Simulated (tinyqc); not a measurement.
Inside a calculation: sp3s* tight binding. Values are carried at full precision from step to step, so a last printed digit may differ when a step is redone from the rounded ones.

sp3s* tight binding, nearest neighbours only: anion (a) at 0, cation (c) at a/4 (1,1,1), orbitals s, px, py, pz, s* on each; k in units of 2 pi/a. With phases e_j = exp(i (pi/2) k.n_j) for n = (1,1,1), (1,-1,-1), (-1,1,-1), (-1,-1,1): g0 = (e1+e2+e3+e4)/4, g1 = (e1+e2-e3-e4)/4, g2 = (e1-e2+e3-e4)/4, g3 = (e1-e2-e3+e4)/4. The diagonal holds the levels Esa, Epa, Exa (s*) and Esc, Epc, Exc. Anion-cation block: <sa|sc> = Vss g0; <sa|xc> = Vsapc g1; <xa|sc> = -Vscpa g1; <xa|xc> = Vxx g0; <xa|yc> = <ya|xc> = Vxy g3, <xa|zc> = <za|xc> = Vxy g2, <ya|zc> = <za|yc> = Vxy g1; <s*a|xc> = Vxapc g1; <xa|s*c> = -Vpaxc g1; y and z take g2 and g3 in place of g1; s-s* and s*-s* vanish.

Constants: hbar^2/2m0 = 3.80998211 eV angstrom^2.

Inputs chosen for the exercise (near a published set for GaAs, fitted to gaps, whose masses and valley positions are rough; shifted at random, so the results belong to these values and not to a real crystal): k = (0.2, 0.2, 0.2) 2 pi/a (wave vector); Esa = -8.292 eV (s level of the anion); Epa = 1.048 eV (p level of the anion); Esc = -2.662 eV (s level of the cation); Epc = 3.654 eV (p level of the cation); Exa = 8.633 eV (s* level of the anion); Exc = 6.696 eV (s* level of the cation); Vss = -6.433 eV (s-s); Vxx = 1.945 eV (px-px); Vxy = 5.067 eV (px-py); Vsapc = 4.485 eV (s anion, p cation); Vscpa = 5.747 eV (s cation, p anion); Vxapc = 4.843 eV (s* anion, p cation); Vpaxc = 4.775 eV (p anion, s* cation); a = 5.647 angstrom (lattice constant).

## Phase sums

Form g0 to g3 at this k.

g0, g1, g2, g3: [0.86024-0.02951i, -0.09082+0.27951i, -0.09082+0.27951i, -0.09082+0.27951i]

## The Hamiltonian without spin-orbit coupling

Fill in the 10 x 10 matrix.

H(k) (eV):
```
                  sa               xa               ya               za              s*a               sc
sa           -8.2920                0                0                0                0  -5.5339+0.1898i
xa                 0           1.0480                0                0                0   0.5219-1.6063i
ya                 0                0           1.0480                0                0   0.5219-1.6063i
za                 0                0                0           1.0480                0   0.5219-1.6063i
s*a                0                0                0                0           8.6330                0
sc   -5.5339-0.1898i   0.5219+1.6063i   0.5219+1.6063i   0.5219+1.6063i                0          -2.6620
xc   -0.4073-1.2536i   1.6732+0.0574i  -0.4602-1.4163i  -0.4602-1.4163i  -0.4398-1.3537i                0
yc   -0.4073-1.2536i  -0.4602-1.4163i   1.6732+0.0574i  -0.4602-1.4163i  -0.4398-1.3537i                0
zc   -0.4073-1.2536i  -0.4602-1.4163i  -0.4602-1.4163i   1.6732+0.0574i  -0.4398-1.3537i                0
s*c                0   0.4337+1.3347i   0.4337+1.3347i   0.4337+1.3347i                0                0

                  xc               yc               zc             s*c
sa   -0.4073+1.2536i  -0.4073+1.2536i  -0.4073+1.2536i               0
xa    1.6732-0.0574i  -0.4602+1.4163i  -0.4602+1.4163i  0.4337-1.3347i
ya   -0.4602+1.4163i   1.6732-0.0574i  -0.4602+1.4163i  0.4337-1.3347i
za   -0.4602+1.4163i  -0.4602+1.4163i   1.6732-0.0574i  0.4337-1.3347i
s*a  -0.4398+1.3537i  -0.4398+1.3537i  -0.4398+1.3537i               0
sc                 0                0                0               0
xc            3.6540                0                0               0
yc                 0           3.6540                0               0
zc                 0                0           3.6540               0
s*c                0                0                0          6.6960
```

## Levels at this k

Diagonalise H, which belongs to k = (0.2, 0.2, 0.2) (2 pi/a). Four bands are filled (two electrons each); give the make-up of band 5, the lowest empty one.

levels (eV): [-12.0647, -3.1639, -0.5508, -0.5508, 2.2170, 4.3351, 5.2528, 5.2528, 7.8381, 9.9154]

weights of band 5: s 0.631, p 0.303, s* 0.066

weight of band 5 on atom a = 0.340

The vertical gap at this k is 2.7678 eV; band 5 is mostly s-like.

## Levels at Gamma

At k = 0 only g0 = 1 is left and H falls into 2 x 2 blocks [[E_a, V], [V, E_c]] with roots (E_a + E_c)/2 -/+ sqrt(((E_a - E_c)/2)^2 + V^2); the s* levels stay uncoupled. The direct gap runs from the highest lower root of the p blocks to the lowest upper root.

Blocks at Gamma (eV):
```
block            E_a      E_c        V  lower root  upper root
s (Gamma1)   -8.2920  -2.6620  -6.4330    -12.4989      1.5449
p (Gamma15)   1.0480   3.6540   1.9450      0.0099      4.6921
```

direct gap at Gamma = 1.5351 eV

The lowest empty level at Gamma is s-like.

## Bands near the gap

Diagonalise at L = (1/2,1/2,1/2), X = (1,0,0), W = (1,1/2,0), K = (3/4,3/4,0) and at the fractions named between them; energies from the top of the valence band at Gamma; 4 bands are filled.

Levels (eV):
```
k        level 2  level 3  level 4  level 5  level 6
L         -6.965   -1.399   -1.399    1.675    3.799
L-G 0.5   -4.124   -0.779   -0.779    2.112    4.205
G          0.000    0.000    0.000    1.535    4.682
G-X 0.2   -1.281   -0.410   -0.410    2.293    4.162
G-X 0.4   -3.232   -1.271   -1.271    2.775    3.274
G-X 0.6   -5.122   -2.110   -2.110    2.506    2.768
G-X 0.7   -5.967   -2.440   -2.440    2.278    2.634
G-X 0.8   -6.700   -2.687   -2.687    2.128    2.499
G-X 0.9   -7.246   -2.839   -2.839    2.053    2.393
X         -7.465   -2.891   -2.891    2.032    2.352
W         -7.465   -2.891   -2.891    2.032    2.352
K         -7.378   -3.120   -2.449    1.979    2.494
K-G 0.5   -4.797   -1.963   -0.846    2.383    3.525
```

On these points the lowest empty level is lowest at G, 1.535 eV above the top.

## Valleys and masses

The lowest conduction level at Gamma, at its minimum on (x,0,0) for x from 0.5 to 1, and at the point L (L, and X where the search ends there, need not be minima in this model; a zero or negative inverse mass shows it). Inverse masses m0/m = (E(+h) + E(-h) - 2 E)/(2 c q^2) with c = hbar^2/2m0, q = h 2 pi/a, h = 0.002; longitudinal along the valley axis ([100] at Gamma and Delta, [111] at L), transverse along [010] or [1-10]. A dash: the next level lies within 0.15 eV, so a single mass has no use there.

Valleys:
```
valley  x (2 pi/a)  E - Ev (eV)  m0/m_l  m0/m_t
Gamma       0.0000       1.5351    8.39    8.39
Delta       1.0000       2.0321    0.41    0.00
L           0.5000       1.6748    0.61    1.36
```

Of these three the lowest is Gamma, which makes the gap direct, 1.5351 eV. At Delta m0/m_t is 0.00. This nearest-neighbour model is fitted to gaps: it places the Delta minimum and the masses at Delta and L only roughly (transverse masses can be several times too heavy), and since its bands are flat from X to W the transverse mass grows too heavy towards X; d orbitals or second neighbours cure this.

## Checks

- Direct gap at Gamma from the blocks against the full matrix: both 1.53506.

Computed by tinyqc, a small Python program: `OMP_NUM_THREADS=1 python tinyqc.py 1482019 1482020 out.jsonl` (the numbers bound the seed that draws the inputs); one thread of a shared host (Intel(R) Xeon(R) Processor @ 2.30GHz), about 0.2 s for the whole set of steps.
